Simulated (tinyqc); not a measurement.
## A spin-degenerate level with charging energy between two leads, rate equations: effect of unequal tunnel rates

States 0, up, down and 2 with energies 0, e1 - Ez/2, e1 + Ez/2 and 2 e1 + U. mu_L = +V/2, mu_R = -V/2 (meV), f(x) = 1/(1 + exp(x/kB T)). A transition that adds one electron of given spin at the energy E has the rate G f(E - mu) from each lead, and its reverse G [1 - f(E - mu)]. I counts electrons leaving the left lead, times q.

Here e1 = 2.55 meV, Ez = 0 and V = +/- 15.3 mV, so that only the 0-1 transitions lie in the window. Transition energies: 0-up e1 - Ez/2, 0-down e1 + Ez/2, up-2 e1 + U + Ez/2, down-2 e1 + U - Ez/2. dp/dt = W p; W_ji is the rate from state i to j, and each column sums to zero. Steady state: W p = 0 with sum p = 1. I = q GL sum over transitions i-j of [fL p_i - (1 - fL) p_j].

Values chosen for this exercise:

| symbol | value | unit | meaning |
|---|---|---|---|
| U | 10.2 | meV | charging energy of the second electron |
| GL | 1.8 | 1/ns | tunnel rate to the left lead |
| T | 6.5 | K | temperature |

Constants: q = 1.602176634e-19 C, kB = 1.380649e-23 J/K, Vt = kB T/q. Results are converted to the units shown.

Effect of unequal tunnel rates:
```
GR (1/ns)  I at +V (pA)  I at -V (pA)  |I(+V)/I(-V)|  (GL + 2 GR)/(2 GL + GR)
0.077             12.08        -22.73         0.5315                   0.5314
0.18              27.47        -48.06         0.5715                   0.5714
0.43              61.54        -93.23         0.6601                   0.6600
1                 125.4        -151.8         0.8261                   0.8261
2.4               230.7        -209.7          1.100                    1.100
5.7               353.5        -249.1          1.419                    1.419
14                458.8        -271.0          1.693                    1.693
32                518.4        -280.5          1.848                    1.848
```

Read the table: what changes, and by how much?

The ratio of the two currents rises from 0.531 to 1.85 and differs from the last column by at most 0.010 %. An empty dot can be filled with either spin but a filled one empties in one way, so I = 2 q G_in G_out/(2 G_in + G_out): the current is larger when the slower junction is the entrance.

Range of the model: Rate equations need hbar G well below kB T; cotunnelling and the Kondo effect are left out.

Computed by the program tinyqc: `OMP_NUM_THREADS=1 python tinyqc.py 2780011 2780012 out.jsonl`, one thread of a shared Intel Xeon 2.30GHz, about 0.01 s for the whole run.
